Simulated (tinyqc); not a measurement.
Configuration-coordinate model of carrier capture at a defect: one step. Optical transitions. Three cases, with inputs chosen for the exercise.

Problem. Vertical ionisation from the trapped minimum costs ET + ER; vertical capture from the free minimum releases ET - ER (none if negative); the band has a standard deviation sqrt(S hw^2 coth(hw/2kT)) with S = ER/hw, and a full width 2.35482 times that.

Two parabolas of equal curvature k in one coordinate Q: with the carrier free at the band edge, U_f = k Q^2/2; with the carrier trapped, U_t = k (Q - dQ)^2/2 - ET. ER = k dQ^2/2, Huang-Rhys factor S = ER/hw, hw = 0.0646541 sqrt(k/M) eV for k in eV/angstrom^2 and M in u. The curves cross at a height Eb = (ER - ET)^2/(4 ER) above the free minimum.

Constants: kB = 8.617333262e-05 eV/K.

Give: energies; coth(hw/2kT); standard deviation; full width.

Case 1.

Values chosen (of the size met at a deep level in Si; shifted at random, so the results belong to these values and not to a real crystal): ET = 0.45 eV (thermal depth of the level below the band edge); ER = 0.17 eV (relaxation energy); hw = 0.042 eV (phonon energy of the mode); T = 150 K (temperature).

Solution.

energies (eV): ionisation peak 0.620, zero-phonon 0.450, emission peak 0.280

coth(hw/2kT) = 1.0807
standard deviation = 0.0878 eV
full width = 0.2069 eV

Radiative capture would peak at 0.280 eV. The optical peak exceeds the thermal depth by a factor 1.38.

Case 2.

Values chosen (of the size met at an oxide trap near a Si / SiO2 interface; shifted at random, so the results belong to these values and not to a real crystal): ET = 0.16 eV (thermal depth of the level below the band edge); ER = 0.83 eV (relaxation energy); hw = 0.042 eV (phonon energy of the mode); T = 300 K (temperature).

Solution.

energies (eV): ionisation peak 0.990, zero-phonon 0.160, emission peak -0.670

coth(hw/2kT) = 1.4906
standard deviation = 0.2280 eV
full width = 0.5368 eV

Vertical capture would need energy: there is no luminescence peak (at most a tail of the broadened line), and a carrier freed by light must cross the barrier Eb to return or tunnel through it; where tunnelling is slow this gives persistent photoconductivity at low temperature. The optical peak exceeds the thermal depth by a factor 6.19.

Case 3.

Values chosen (of the size met at a vacancy centre in SiC; shifted at random, so the results belong to these values and not to a real crystal): ET = 0.91 eV (thermal depth of the level below the band edge); ER = 0.48 eV (relaxation energy); hw = 0.046 eV (phonon energy of the mode); T = 200 K (temperature).

Solution.

energies (eV): ionisation peak 1.390, zero-phonon 0.910, emission peak 0.430

coth(hw/2kT) = 1.1490
standard deviation = 0.1593 eV
full width = 0.3751 eV

Radiative capture would peak at 0.430 eV. The optical peak exceeds the thermal depth by a factor 1.53.

Computed by tinyqc, one run a case: `OMP_NUM_THREADS=1 python tinyqc.py N N+1 out.jsonl` with N = 1482685, 1482720, 1482759; one thread of a shared Intel(R) Xeon(R) Processor @ 2.30GHz, about 0.01 s a run at most.
